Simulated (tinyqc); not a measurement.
Temperature and segregation coefficient: dopant redistribution at a moving silicon-oxide interface during parabolic oxidation. Computed by tinyqc, a small Python program. Command: `OMP_NUM_THREADS=1 python tinyqc.py 3010497 3010498 out.jsonl segox walk`. One thread of a shared host (Intel(R) Xeon(R) Processor @ 2.30GHz), about 0.01 s of CPU time with the checks.

Uniformly doped silicon is oxidised with x_ox = sqrt(B t); the interface advances into the silicon by alpha x_ox, alpha = 0.44. The dopant does not move in the oxide, and at the interface C(silicon) = m C(oxide).

Inputs (values chosen for the exercise, modelled on phosphorus in silicon under steam):
```
quantity,value,unit
dopant prefactor D0,4.75,cm^2/s
dopant activation energy E,3.65,eV
oxidation prefactor B0,368,um^2/h
oxidation activation energy E_B,0.781,eV
segregation coefficient m = C(silicon)/C(oxide),9.5,-
```

Constants: k_B = 8.617333262e-05 eV/K.

Method:
- D = D0 exp(-E/(k_B T)), converted with 1 cm^2/s = 3.6e11 um^2/h; B = B0 exp(-E_B/(k_B T)); s = alpha sqrt(B/(4 D)), the interface advance over 2 sqrt(D t).
- Temperatures in kelvin are T(C) + 273.15.
- With the dopant diffusivity D and s = alpha x_ox/(2 sqrt(D t)), in the silicon C = C_B + (C_s - C_B) erfc(y/(2 sqrt(D t)))/erfc(s), y from the original surface. Dopant balance at the interface gives C_s/C_B = 1/[1 + (1/(m alpha) - 1) g], g = sqrt(pi) s exp(s^2) erfc(s).

C_s/C_B:
```
T (C),s,this m,m = 0.2,m = 1/alpha,m = 10
850,8.8249,4.0979,0.08851,1,4.3077
900,4.6921,3.9146,0.08974,1,4.1027
950,2.6270,3.5046,0.09315,1,3.6483
1000,1.5393,2.8934,0.10086,1,2.9822
1050,0.9392,2.2898,0.11529,1,2.3372
1100,0.5940,1.8415,0.13841,1,1.8661
1150,0.3880,1.5496,0.17147,1,1.5632
1200,0.2609,1.3664,0.21492,1,1.3743
```

What follows from these numbers?

s falls from 8.82 to 0.261 as T rises, because diffusion has the larger activation energy (3.65 against 0.781 eV); the ratio for this m moves from 4.098 to 1.366, towards 1. At m = 1/alpha the oxide takes exactly what the silicon held, and nothing moves. The ratio does not depend on time, since both lengths grow as sqrt(t).
